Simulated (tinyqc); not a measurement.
Long-channel MOSFET, surface-potential model: one step of the calculation.

n-channel transistor on a uniformly doped p-type body, gradual-channel approximation, constant mobility, Boltzmann statistics, full ionisation. Potentials are counted from the neutral body; V is the electron quasi-Fermi potential, Vsb at the source and Vsb + Vds at the drain. Charges are magnitudes per area.

Problem. Charges and current of the charge-sheet model. psi_0 and psi_L solve Vgs + Vsb - Vfb - psi = gamma sqrt(G) at V = Vsb and Vsb + Vds. Qi = Cox gamma [sqrt(G) - sqrt(psi - Vt)], G = psi - Vt + Vt exp((psi - 2 phiF - V)/Vt), at both ends. With U = Vgs + Vsb - Vfb: drift = mu (W/L) Cox [U (psi_L - psi_0) - (psi_L^2 - psi_0^2)/2 - (2/3) gamma ((psi_L - Vt)^1.5 - (psi_0 - Vt)^1.5)]; diffusion = mu (W/L) Vt (Qi0 - QiL).

Parameters, values chosen for the exercise; material values those of a made-up semiconductor: temperature T = 250 K; flat-band voltage Vfb = -0.62 V; channel mobility mu = 200 cm^2/(V s); gate width W = 5 um; gate length L = 5 um; source-body reverse bias Vsb = 0.3 V; gate-source voltage Vgs = 0.34 V; drain-source voltage Vds = 0.05 V.

Constants: q = 1.602176634e-19 C, kB = 1.380649e-23 J/K, Vt = kB T/q. Results are converted to the units shown.

psi_0 = 1.0630074 V
psi_L = 1.0631046 V
phiF = 0.41217452 V
Cox = 1.6896742 uF/cm^2
gamma = 0.19291567 V^0.5

Find: Qi0; QiL; drift current; diffusion current; drain current.

Solution.

Qi0 = 0.199 nC/cm^2
QiL = 0.0197 nC/cm^2
drift current = 2.13e-6 uA
diffusion current = 7.75e-4 uA
drain current = 7.77e-4 uA

Drift carries 0.274 % of the current.

tinyqc, about 0.05 s, one thread, Intel Xeon 2.30GHz (shared host): `OMP_NUM_THREADS=1 python tinyqc.py 2360067 2360068 out.jsonl`
